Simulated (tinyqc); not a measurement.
Inside a calculation. Model: undoped symmetric double-gate MOSFET, analytic potential model.

Program tinyqc, `OMP_NUM_THREADS=1 python tinyqc.py 2440107 2440108 out.jsonl`; Intel Xeon 2.30GHz, shared host, one thread, about 0.02 s. Printed values are rounded.

An undoped body of thickness ts between two equal insulators and tied gates; long channel, electrons only, n = ni exp((psi - V)/Vt) with V the quasi-Fermi potential (0 at the source, Vd at the drain), constant mobility, no quantisation. Across the body psi(x) = V - 2 Vt ln[(ts/(2 beta)) sqrt(q ni/(2 eps0 eps_r Vt)) cos(2 beta x/ts)], x from the centre. Q is the electron charge per area of the whole body.

Values chosen for this exercise; material values close to those of gallium arsenide:
```
symbol,value,unit,meaning
T,273,K,temperature
Eg,1.43,eV,band gap
eps_r,12.9,,relative permittivity of the semiconductor
Nc,3.78e17,cm^-3,conduction-band density of states at T
Nv,7.73e18,cm^-3,valence-band density of states at T
eox,25.8,,relative permittivity of the gate insulator
tox,4.1,nm,insulator thickness
ts,10,nm,body thickness
dphi,0.17,V,gate work function less that of the intrinsic body
mu,500,cm^2/(V s),channel mobility
L,0.2,um,gate length
Vg,0.93,V,gate voltage
Vd,0.3,V,drain voltage
```

Constants: q = 1.602176634e-19 C, kB = 1.380649e-23 J/K, Vt = kB T/q, eps0 = 8.8541878128e-14 F/cm where lengths are in cm. Results are converted to the units shown.

Range of the model: The surface density at the source passes 0.3 Nc, where Boltzmann statistics fail.

## Constants of the body

ni = sqrt(Nc Nv) exp(-Eg/(2 Vt)), Eg in volts; r = eps_r tox/(eox ts); V0 = dphi + 2 Vt ln[(2/ts) sqrt(2 eps0 eps_r Vt/(q ni))].

ni = 1.07998e5 cm^-3
r = 0.205
V0 = 0.879302 V

## Iteration 1: beta at the source by Newton steps in z = ln(tan beta)

z at the start = 1

With V = 0, t = exp(z), beta = arctan(t): f = ln(beta) + (1/2) ln(1 + t^2) + 2 r beta t - (Vg - V0)/(2 Vt); with c = t/(1 + t^2), df/dz = c/beta + t c + 2 r t (c + beta); z(new) = z - f/(df/dz).

beta = 1.21828
f = 1.54117
df/dz = 2.86567
z after iteration 1 = 0.462196

## Iteration 2: beta at the source by Newton steps in z = ln(tan beta)

As before.

beta = 1.00868
f = 0.216961
df/dz = 2.11311
z after iteration 2 = 0.359522

## Course of the iteration: beta at the source by Newton steps in z = ln(tan beta)

Stop when z changes by less than 1e-11, or after 60 iterations.

Course of the iteration:

| iteration | z | \|change\| |
|---|---|---|
| 1 | 0.462196 | 0.538 |
| 2 | 0.359522 | 0.103 |
| 3 | 0.356612 | 2.91e-3 |
| 4 | 0.356610 | 2.23e-6 |
| 5 | 0.356610 | 1.32e-12 |

Converged in 5 iterations. At the end the number of correct digits about doubles with each step.

## Charges and drain current

beta_s = 0.960040
beta_d = 0.00499849

beta (between 0 and pi/2) solves (Vg - V0 - V)/(2 Vt) = ln(beta) - ln(cos beta) + 2 r beta tan(beta). Q = 8 eps0 eps_r Vt beta tan(beta)/ts; I = mu (1/L)(4 eps0 eps_r/ts)(2 Vt)^2 [g(beta_s) - g(beta_d)] per width, g = beta tan(beta) - beta^2/2 + r beta^2 tan^2(beta), with beta_s at V = 0 and beta_d at V = Vd.

Qs = 294.800 nC/cm^2
Qd = 0.00537087 nC/cm^2
g(beta_s) = 1.29611
g(beta_d) = 1.24928e-5
I = 32.7723 uA/um

The term r beta^2 tan^2(beta), which gives the square law, makes up 29.7 % of g at the source.

## Potential and electron density across the body at the source

| point | x/ts |
|---|---|
| 0 | 0 |
| 1 | 0.1 |
| 2 | 0.2 |
| 3 | 0.3 |
| 4 | 0.4 |
| 5 | 0.45 |
| 6 | 0.5 |

psi(x) as above with V = 0 and beta = beta_s; n = ni exp(psi/Vt).

| point | psi (V) | n (cm^-3) |
|---|---|---|
| 0 | 0.707384 | 1.23661e18 |
| 1 | 0.708256 | 1.28334e18 |
| 2 | 0.710942 | 1.43852e18 |
| 3 | 0.715664 | 1.75827e18 |
| 4 | 0.722887 | 2.39022e18 |
| 5 | 0.727698 | 2.93253e18 |
| 6 | 0.733545 | 3.75997e18 |

The density at the surface is 3.04 times that at the centre (1/cos^2 beta). It reaches 9.9 Nc, where Boltzmann statistics overestimate it.
